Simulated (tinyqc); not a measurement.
## MOSFET in saturation, small-signal circuit and noise: effect of the temperature on speed and noise

Bias by the inversion coefficient IC = I/Ispec (charge-based model with velocity saturation; weak inversion below 0.1, strong above 10). Common-source circuit: gm, gds, Cgs, Cgd and Cj at the inner nodes, Rg in series with the gate; quasi-static, no source or drain resistance, no gate-body capacitance, no substrate network, no induced gate noise, so fmax is an upper estimate.

Ispec = 2 n mu Cox (W/L) Vt^2, lc = Ls/L, gms = [sqrt((lc IC + 1)^2 + 4 IC) - 1]/[2 + lc (lc IC + 1)], gm = gms Ispec/(n Vt), gds = sg gm. qs = [sqrt(1 + 4 IC) - 1]/2, Cgs = Cox W L qs (2 qs + 3)/(3 (qs + 1)^2) + Cov W, Cgd = Cov W, Cd = Cj W, Rg = Rsh (Wf/L)/(12 Nf) + Rc/W with Nf = W/Wf fingers (not rounded) contacted at both ends. fT = gm/(2 pi (Cgs + Cgd)), fmax = fT/(2 sqrt(Rg (gds + 2 pi fT Cgd))). Channel noise Sid = 4 kB T gam n gm with gam = (1/2 + (2/3) qs)/(1 + qs) + gw lc IC, qs = [sqrt(1 + 4 IC) - 1]/2, lc = Ls/L (the last term an empirical rise with velocity saturation); at the gate, white noise Sw = Sid/gm^2 + 4 kB T Rg. Number fluctuation with correlated mobility: S(f) = K/f, K = q^2 Vt lt Nt/(W L Cox^2) (1 + ac mu Cox I/gm)^2, Vt in eV with Nt per eV. Corner fc = K/Sw. IC is held fixed, and so are mu, n, Ls and Nt.

Values chosen for this exercise:
- L = 90 nm (gate length)
- W = 5 um (total gate width)
- Cox = 2.15 uF/cm^2 (gate capacitance)
- mu = 280 cm^2/(V s) (mobility)
- n = 1.42 (slope factor)
- Ls = 10 nm (velocity-saturation length)
- sg = 0.059 (ratio gds/gm)
- Cov = 0.3 fF/um (overlap and fringe capacitance per side)
- Cj = 0.54 fF/um (drain junction capacitance)
- Rsh = 15 ohm (sheet resistance of the gate)
- Wf = 4 um (finger width)
- Rc = 200 ohm um (gate contact and vertical resistance)
- IC = 1.3 (inversion coefficient)
- gw = 0.08 (short-channel excess of the noise factor)
- Nt = 1.7e17 cm^-3 eV^-1 (oxide trap density)
- lt = 0.1 nm (tunnelling length into the oxide)
- ac = 10000 V s/C (Coulomb scattering coefficient)

Constants: q = 1.602176634e-19 C, kB = 1.380649e-23 J/K, Vt = kB T/q. Results are converted to the units shown.

The same in every row: Rg (ohm) = 84.44.

Effect of the temperature on speed and noise:
```
T (K),I (uA),fT (GHz),fmax (GHz),sqrt(Sw) (nV/Hz^0.5),fc (MHz)
100,9.169,10.23,50.55,3.367,2.041
150,20.63,15.34,61.90,3.401,3.358
200,36.68,20.45,71.48,3.436,4.884
250,57.31,25.57,79.92,3.469,6.625
300,82.52,30.68,87.55,3.503,8.589
350,112.3,35.79,94.56,3.536,10.78
400,146.7,40.91,101.1,3.569,13.21
```

As T goes from 100 to 400 K, fT rises from 10.2 to 40.9 GHz, fmax rises from 50.5 to 101 GHz, the white noise rises from 3.37 to 3.57 nV/Hz^0.5 and the corner rises from 2.04 to 13.2 MHz. At fixed IC and mobility the current goes as T^2 and gm as T, which is why fT rises; a real mobility would fall with T. For T = 100 to 150 K fmax exceeds 4 fT, where channel resistance and substrate losses, left out here, would cap it. For T = 100 to 150 K band tails and dopant freeze-out, left out here, change n and the noise.

tinyqc, about 0.01 s, one thread, Intel Xeon 2.30GHz (shared host): `OMP_NUM_THREADS=1 python tinyqc.py 2150137 2150138 out.jsonl`
